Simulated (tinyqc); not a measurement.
Equilibrium and kinetic segregation of a solute to boundaries and growing surfaces: one step, computed by the program tinyqc. Command: `OMP_NUM_THREADS=1 python tinyqc.py 3011122 3011123 out.jsonl segreg walk`. One thread of a shared host (Intel(R) Xeon(R) Processor @ 2.30GHz), about 0.01 s of CPU time with the checks.

Question. Segregation at a growing surface. Two-state exchange during growth, dilute: jump up r_u = nu exp(-E_b/(k_B T_g)), jump back r_d = r_u exp(-E_s/(k_B T_g)), nu = 1e13 1/s. In the time 1/R of one monolayer the share carried up is p = [r_u/(r_u + r_d)] [1 - exp(-(r_u + r_d)/R)]; the tail decays as p^n, length -1/ln p monolayers; the equilibrium limit has p = r_u/(r_u + r_d).

Inputs (values chosen for the exercise, modelled on phosphorus in polycrystalline silicon):
```
quantity                        value          unit
exchange barrier E_b             1.97            eV
surface segregation energy E_s    0.4            eV
growth temperature T_g            810             K
growth rate                      0.82  monolayers/s
```

Constants: k_B = 8.617333262e-05 eV/K.

Give: r_u; r_d; share carried up p; decay length.

Answer.

r_u = 5.530 1/s

r_d = 0.01795 1/s

share carried up p = 0.9956

decay length = 227.7 monolayers

Exchange and growth are comparable: the steep rise of the tail length between the kinetic and equilibrium regimes.
